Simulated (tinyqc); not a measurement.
Off-state leakage of single and stacked transistors: two steps of the calculation.

n-channel devices of unit width. Subthreshold current I(Vg, Vs, Vd) = I0 (T/300 K)^0.5 exp[(Vg - Vs - VT(T) - gb (Vs - Vb) + dd (Vd - Vs))/(nf Vt)] (1 - exp(-(Vd - Vs)/Vt)), VT(T) = VT - cT (T - 300 K). Gate-edge tunnelling Ig (Vd/1 V) exp(ag (Vd - 1 V)), for a gate at 0 V, and band-to-band leakage Ab u exp(-Bb/u), u = Vd - Vb + 1 V, flow at a drain held at V; both are taken as independent of T. In a stack of off transistors (all gates at 0 V) the same subthreshold current passes through each.

Parameters, values chosen for the exercise; values of the order met in bulk silicon logic transistors:
- T = 378 K (temperature)
- V = 0.9 V (supply voltage)
- VT = 0.32 V (threshold at 300 K, zero drain and body bias)
- cT = 0.6 mV/K (fall of the threshold with temperature)
- I0 = 0.17 uA/um (current at threshold at 300 K)
- nf = 1.32 (slope factor)
- dd = 0.04 (drain-induced lowering per volt)
- gb = 0.24 (rise of the threshold per volt of source-body bias)
- Ig = 1e-6 uA/um (gate-edge tunnelling current at 1 V)
- ag = 4.7 1/V (exponential slope of the gate current)
- Ab = 1 uA/(um V) (prefactor of band-to-band leakage at the drain)
- Bb = 26 V (its exponential voltage)
- Vb = 0 V (body voltage)

Constants: q = 1.602176634e-19 C, kB = 1.380649e-23 J/K, Vt = kB T/q. Results are converted to the units shown.

Problem 1. Leakage of one transistor. Vg = Vs = 0, Vd = V; effective threshold VT(T) - gb Vb - dd V.

Find: effective threshold; parts; total; shares.

Solution 1.

effective threshold = 0.2372 V
parts (nA/um): subthreshold 0.7670, gate edge 5.625e-4, band-to-band 0.002167
total = 0.7697 nA/um
shares (%): subthreshold 99.65, gate edge 0.07308, band-to-band 0.2815

The subthreshold part is the largest.

Problem 2. New Vx. Stack of two, Vx the node between them: I_low = I(0, 0, Vx), I_up = I(0, Vx, V), f = ln(I_up/I_low), f' = -(1 + gb + 2 dd)/(nf Vt) - 1/(Vt (exp(Vx/Vt) - 1)) - 1/(Vt (exp((V - Vx)/Vt) - 1)), Vx(new) = Vx - f/f'.

Vx at the start = 0.027 V

Wanted: I_low; I_up; f; f'; Vx after iteration 1.

Solution 2.

I_low = 0.19184 nA/um
I_up = 0.34332 nA/um
f = 0.58202
f' = -54.484 1/V
Vx after iteration 1 = 0.037682 V

Computed by the program tinyqc: `OMP_NUM_THREADS=1 python tinyqc.py 2242015 2242016 out.jsonl`, one thread of a shared Intel Xeon 2.30GHz, about 0.03 s for the whole run.
